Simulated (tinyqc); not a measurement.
What each parameter does: delta-doped layer in the Thomas-Fermi potential.

All donors ionised in the plane z = 0, zero temperature, energies from the Fermi level EF of the Thomas-Fermi model, which lies at the bulk band edge; c = hbar^2/2m0, q = e^2/(4 pi eps0). Layer in a (001) plane: two valleys with m_z = ml, m_d = mt (unprimed) and four with m_z = mt, m_d = sqrt(ml mt) (primed); m3 = (ml mt^2)^(1/3), gv = 6. With n = (gv/3 pi^2)(m3 (-V)/c)^(3/2) and V'' = -(4 pi q/eps) n for z > 0, the solution is V = -b/(|z| + z0)^4 with sqrt(b) = 20/K, K = (4 pi q/eps)(gv/3 pi^2)(m3/c)^(3/2), and z0^5 = 4b/(e F0), e F0 = 2 pi q N/eps; 1e13/cm^2 = 1e-3/angstrom^2. Exchange and correlation are left out.

Subbands solve -(c/m_z) psi'' + V psi = E psi on 1280 points of spacing z0/80; up to ten levels for each group, kept if bound with an rms width below 2.5 z0.

Constants: hbar^2/2m0 = 3.80998211 eV angstrom^2; e^2/(4 pi eps0) = 14.39964547 eV angstrom.

Inputs chosen for the exercise (near those of a delta-doped layer in Si; not measured data):
```
symbol  value  unit         meaning
ml      0.92   m0           longitudinal mass
mt      0.194  m0           transverse mass
eps     11.7                dielectric constant
N       19     x 1e13/cm^2  donor sheet density
```

z0, depth, lowest level and its rms width.

Results for these values:
```
case  z0 (angstrom)  depth (eV)  lowest (eV)  rms z (angstrom)
base          17.77      0.6526      -0.3191              3.84
```

What happens to each result for ml = 1.058 m0, all else kept?

Answer: z0 falls from 17.77 to 17.28; depth falls from 0.6526 to 0.6347; lowest rises from -0.3191 to -0.3145; rms z falls from 3.84 to 3.64.

The same for each parameter in turn:
```
case                  z0 (angstrom)  depth (eV)  lowest (eV)  rms z (angstrom)
base                          17.77      0.6526      -0.3191              3.84
N = 30.4 x 1e13/cm^2          16.17      0.9505      -0.4857              3.20
eps = 10.5                    16.65      0.6815      -0.3262              3.75
ml = 1.058 m0                 17.28      0.6347      -0.3145              3.64
mt = 0.165 m0                 18.96      0.6963      -0.3563              3.74
```

Program tinyqc; command `OMP_NUM_THREADS=1 python tinyqc.py 1252666 1252667 out.jsonl`; about 0.2 s on one thread of a shared Intel(R) Xeon(R) Processor @ 2.30GHz.
